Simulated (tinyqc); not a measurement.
Inside a calculation. Model: threshold of a short bulk MOSFET: charge sharing, barrier lowering, narrow width.

Numbers from tinyqc (`OMP_NUM_THREADS=1 python tinyqc.py 2002079 2002080 out.jsonl`; about 0.01 s on one thread of a shared Intel Xeon 2.30GHz). Printed values are rounded.

n-channel device on a p-type body, depletion approximation, full ionisation. Uniform doping N = Na. Vbi from Boltzmann statistics is rough for the degenerate source. Cox = eps0 eox/tox.

Values chosen for this exercise; band and dielectric values close to those of silicon:
```
symbol    value   unit                                                                 meaning
T           350      K                                                             temperature
Eg         1.11     eV                                                                band gap
eps_r      11.8                                                          relative permittivity
Nc      3.52e19  cm^-3                                  conduction-band density of states at T
Nv      3.28e19  cm^-3                                     valence-band density of states at T
eox         3.9         relative permittivity of the gate insulator (close to silicon dioxide)
tox         5.4     nm                                                     insulator thickness
Na       9.4e17  cm^-3                                                          channel doping
Nsd        1e20  cm^-3                                                 source and drain doping
Vfb       -0.81      V                                     flat-band voltage for the doping Na
xj          140     nm                                                          junction depth
Vbs           0      V                                                     body-source voltage
Vds         1.2      V                                                    drain-source voltage
W           190     nm                                                              gate width
xw       1.5708                      shape factor of the fringing depletion at the width edges
L           180     nm                                                          channel length
```

Constants: q = 1.602176634e-19 C, kB = 1.380649e-23 J/K, Vt = kB T/q, eps0 = 8.8541878128e-14 F/cm where lengths are in cm. Results are converted to the units shown.

## Long-channel threshold and scales

ni = sqrt(Nc Nv) exp(-Eg/(2 Vt)), Eg in volts; 2 pB = 2 Vt ln(N/ni); flat band Vfb - Vt ln(N/Na); Wd = sqrt(2 eps0 eps_r (2 pB - Vbs)/(q N)); body term q N Wd/Cox; long-channel VT0 = flat band + 2 pB + body term; Vbi = Vt ln(N Nsd/ni^2); scale length l = sqrt((eps_r/eox) tox Wd).

N = 9.4e17 cm^-3
2 pB = 0.8935904 V
flat band = -0.81 V
Wd = 35.21117 nm
body term = 0.8292761 V
VT0 = 0.9128666 V
Vbi = 1.034352 V
l = 23.98534 nm

## Short-channel and narrow-width shifts

Charge sharing (trapezoid; it ignores Vds): F = (xj/L)(sqrt(1 + 2 Wd/xj) - 1), lowering = body term times F. Barrier lowering: th = exp(-L/(2 l)) + 2 exp(-L/l), lowering = th [2 (Vbi - 2 pB) + Vds], DIBL = th. Narrow width: rise = body term times xw Wd/W. VT by each model = VT0 - lowering + rise.

F = 0.1757590
lowering by charge sharing = 145.7527 mV
th = 0.02456500
lowering of the barrier = 36.39360 mV
DIBL = 24.56500 mV/V
narrow-width rise = 241.4054 mV
VT, charge sharing = 1.008519 V
VT, barrier lowering = 1.117878 V

L is 7.50 scale lengths. The charge-sharing lowering is 4.00 times the barrier lowering; the first falls off as 1/L and the second exponentially. Both describe the same loss of gate control, so they are alternatives and are not added.
